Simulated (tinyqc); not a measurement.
Comparisons within one model: finite square well with mass mismatch (envelope functions). A value that a table varies takes the place of the one given here.

A square well of width L and depth V0, mass mw inside and mb outside, energies from the bottom of the well, c = hbar^2/2m0. k = sqrt(mw E/c), kappa = sqrt(mb (V0 - E)/c). psi and psi'/m are continuous at the walls (BenDaniel-Duke), so level n solves k L + 2 atan[(k/mw)/(kappa/mb)] = n pi.

Non-parabolic bands: mw is replaced by mw (1 + alpha_w E) and mb by mb (1 - alpha_b (V0 - E)), in k, kappa and the matching condition alike.

Constants: hbar^2/2m0 = 3.80998211 eV angstrom^2.

Inputs chosen for the exercise (near those of the heavy valleys of a Si film in SiO2; not measured data):

| symbol | value | unit | meaning |
|---|---|---|---|
| V0 | 2.946 | eV | barrier height |
| mw | 0.916 | m0 | mass in the well |
| mb | 0.487 | m0 | mass in the barrier |
| Ls | (8, 11, 16, 22, 31, 43, 60) | angstrom | widths |
| L | 56 | angstrom | well width |
| alpha_w | 0.53 | 1/eV | non-parabolicity in the well |
| alpha_b | 0.17 | 1/eV | non-parabolicity in the barrier |

## Width of the well

Levels against L, beside the infinite well E1(hard) = c (pi/L)^2/mw; Pb is the probability of level 1 in the barriers; a dash marks an unbound level.

Levels:

| L (angstrom) | bound levels | E1 (eV) | E2 (eV) | E1(hard) (eV) | Pb |
|---|---|---|---|---|---|
| 8 | 3 | 0.4257 | 1.5901 | 0.6414 | 0.029 |
| 11 | 3 | 0.2512 | 0.9779 | 0.3393 | 0.012 |
| 16 | 5 | 0.1302 | 0.5159 | 0.1604 | 0.004 |
| 22 | 6 | 0.0728 | 0.2901 | 0.0848 | 0.002 |
| 31 | 9 | 0.0383 | 0.1530 | 0.0427 | 0.001 |
| 43 | 12 | 0.0205 | 0.0820 | 0.0222 | 0.000 |
| 60 | 17 | 0.0108 | 0.0431 | 0.0114 | 0.000 |

How do the results move?

The infinite well overestimates E1 by a factor 1.51 at 8 angstrom and 1.06 at 60 angstrom. The local exponent d ln E1/d ln L goes from -1.66 (first two rows) to -1.93 (last two), towards the -2 of hard walls, as Pb falls from 0.029 to 0.000. E2 - E1 is largest at 8 angstrom of the widths listed. Non-parabolicity, which grows with the level, already counts at a few tenths of an eV, and levels above about 0.5 eV lie beyond a parabolic band.

## Levels of description

The same well five ways. mb = mw: the barrier takes the mass of the well. psi' continuous: kappa holds mb but the condition drops the masses, k L + 2 atan(k/kappa) = n pi. The last column is measured against BenDaniel-Duke.

Levels (eV):

| model | E1 | E2 | E3 | E1 - E1(BDD) (meV) |
|---|---|---|---|---|
| infinite walls | 0.0131 | 0.0524 | 0.1178 | 0.8 |
| mb = mw | 0.0120 | 0.0482 | 0.1084 | -0.3 |
| BenDaniel-Duke | 0.0123 | 0.0492 | 0.1108 | 0.0 |
| psi' continuous | 0.0117 | 0.0468 | 0.1053 | -0.6 |
| non-parabolic | 0.0125 | 0.0489 | 0.1069 | 0.1 |

How do the results move?

Hard walls put E1 0.8 meV too high. Ignoring the mass step moves it by -0.3 meV and the wrong matching by -0.6 meV: with mb/mw = 0.53, continuity of psi'/m lets the slope outside be 0.53 times the slope inside, which acts like a harder wall. Non-parabolicity shifts E1 by +0.1 meV, the balance of a heavier mass in the well, which lowers it, and a lighter mass deep in the barrier, which hardens the wall. Among the finite wells the largest departure in E1 is that of the model 'psi' continuous'.

## What each parameter does

Parabolic bands. Pb is the probability of level 1 in the barriers, (A^2/kappa)/(A^2/kappa + L/2 + sin(kL)/(2k)) with A = cos(kL/2). Each row changes one parameter from the base and keeps the others.

Results:

| case | E1 (eV) | bound levels | Pb | V0 - E1 (eV) |
|---|---|---|---|---|
| base | 0.0123 | 16 | 0.0001 | 2.9337 |
| L = 50 angstrom | 0.0153 | 14 | 0.0002 | 2.9307 |
| V0 = 3.388 eV | 0.0124 | 17 | 0.0001 | 3.3756 |
| mw = 0.8244 m0 | 0.0136 | 15 | 0.0002 | 2.9324 |
| mb = 0.6088 m0 | 0.0122 | 16 | 0.0001 | 2.9338 |

What can be read from the table?

The largest shifts from the base row, up to three for each result and ties (the steps differ in size, so this ranks the rows, not the parameters). E1 (eV): L +0.0030, mw +0.0013, mb -0.0001, V0 +0.0001. bound levels: L -2, V0 +1, mw -1; unchanged at the printed digits by mb. Pb: L +0.0000, mw +0.0000; unchanged at the printed digits by V0 and mb. V0 - E1 (eV): V0 +0.4419, L -0.0030, mw -0.0013.

Run: tinyqc, `OMP_NUM_THREADS=1 python tinyqc.py 1251486 1251487 out.jsonl`; Intel(R) Xeon(R) Processor @ 2.30GHz, one thread, shared host; about 0.01 s of CPU time with all checks.
